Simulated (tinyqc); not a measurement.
# Modulation-doped quantum well, Poisson-Schroedinger loop: effect of the applied field along z

A well of width L centred at z = 0 between barriers Vb; effective-mass electrons, parabolic bands. The electrons come from donor sheets outside the mesh, a share fL of Ns on the left and the rest on the right, so the structure is neutral. Energies are counted from the band edge of the well, with U = 0 on the first node in the Hartree part.

Schroedinger equation -C d/dz (1/m) dpsi/dz + (V0 + U) psi = E psi, C = hbar^2/(2 m0), on a fine mesh (400 intervals across the well) with hard walls 5.25 nm outside the well edges (to within half a fine step); the lowest 2 levels are kept. V0 = 0 in the well and Vb outside, plus q Fz z (1 kV/cm = 1e-4 eV/nm). N_k = D Vt ln(1 + exp((EF - E_k)/Vt)), D = md m0 q/(pi hbar^2), sum N_k = Ns; n = sum N_k |psi_k|^2. dU/dz = q (fL Ns - integral of n from the left)/(eps0 eps_r). The loop is converged to 1e-9 eV; shares under 0.001 % are printed as 0.

Inputs (values chosen for the exercise); material values close to those of GaN in AlGaN:
```
symbol   value   unit                               meaning
T          4.2      K                           temperature
mw       0.202     m0              mass along z in the well
mb       0.247     m0          mass along z in the barriers
md       0.201     m0                         in-plane mass
Vb       0.411     eV                        barrier height
eps_r     9.43           relative permittivity (all layers)
L           12     nm                            well width
Ns      2.7e11  cm^-2            sheet density of electrons
fL         0.5         share of the donors on the left side
```

Constants: q = 1.602176634e-19 C, kB = 1.380649e-23 J/K, hbar = 1.054571817e-34 J s, m0 = 9.1093837015e-31 kg, Vt = kB T/q, eps0 = 8.8541878128e-14 F/cm where lengths are in cm, hbar^2/(2 m0) = 0.0380998212 eV nm^2. Results are converted to the units shown.

The same in every row: EF - E1 (meV) = 3.22; share of E2 (%) = 0.

Effect of the applied field along z:
```
Fz (kV/cm)	E2 - E1 (meV)	centroid (nm)	charge in the barriers (%)	range of U in the well (meV)
-60	34.6	1.81	0.610	15.6
-45	32.0	1.43	0.499	14.4
-30	30.0	0.999	0.410	13.0
-15	28.8	0.514	0.352	11.5
0	28.4	0	0.332	10.1
15	28.8	-0.514	0.352	11.5
30	30.0	-0.999	0.410	13.0
45	32.0	-1.43	0.499	14.4
60	34.6	-1.81	0.610	15.6
```

What does the table show?

As Fz goes from -60 to 60, E2 - E1 goes from 34.6 through a minimum of 28.4 (at Fz = 0 among the rows listed) to 34.6 meV, EF - E1 stays at 3.22 meV and the share of E2 stays at 0 %. EF stays below E2 throughout. The centroid falls from 1.81 to -1.81 nm. The spacing is smallest near the row where the centroid is closest to the middle: tilting the well confines the electrons more tightly.

Numbers from tinyqc (`OMP_NUM_THREADS=1 python tinyqc.py 2140131 2140132 out.jsonl`; about 0.1 s on one thread of a shared Intel Xeon 2.30GHz).
